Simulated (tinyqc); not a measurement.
Configuration-coordinate model of carrier capture at a defect: one step. The two parabolas. Two cases, with inputs chosen for the exercise.

Question. Form S, k, dQ, the crossing point Qc = (ER - ET)/(k dQ), Eb, and the emission barrier Eb + ET.

Two parabolas of equal curvature k in one coordinate Q: with the carrier free at the band edge, U_f = k Q^2/2; with the carrier trapped, U_t = k (Q - dQ)^2/2 - ET. ER = k dQ^2/2, Huang-Rhys factor S = ER/hw, hw = 0.0646541 sqrt(k/M) eV for k in eV/angstrom^2 and M in u. The curves cross at a height Eb = (ER - ET)^2/(4 ER) above the free minimum.

Case 1.

Values chosen (of the size met at a DX centre in AlGaAs; not measured data):
- ET = 0.13 eV (thermal depth of the level below the band edge)
- ER = 0.78 eV (relaxation energy)
- hw = 0.012 eV (phonon energy of the mode)
- M = 40 u (mass of the mode)

Case 2.

Values chosen (of the size met at a vacancy centre in SiC; not measured data):
- ET = 0.53 eV (thermal depth of the level below the band edge)
- ER = 0.46 eV (relaxation energy)
- hw = 0.054 eV (phonon energy of the mode)
- M = 16 u (mass of the mode)

Give: S; k; dQ; Qc; barriers.

Answer.

Case 1.

S = 65.000
k = 1.3779 eV/angstrom^2
dQ = 1.0640 angstrom
Qc = 0.4433 angstrom

barriers (eV): capture 0.1354, emission 0.2654

ER > ET: the crossing lies between the two minima (large relaxation); at Q = 0 the trapped level lies above the band edge.

Case 2.

S = 8.519
k = 11.1613 eV/angstrom^2
dQ = 0.2871 angstrom
Qc = -0.0218 angstrom

barriers (eV): capture 0.0027, emission 0.5327

ER < ET: the crossing lies on the far side of the free minimum (the inverted case), where tunnelling between vibrational states can matter much if Eb is well above hw.

Computed by tinyqc, one run a case: `OMP_NUM_THREADS=1 python tinyqc.py N N+1 out.jsonl` with N = 1450298, 1450592; one thread of a shared Intel(R) Xeon(R) Processor @ 2.30GHz, about 0.01 s a run at most.
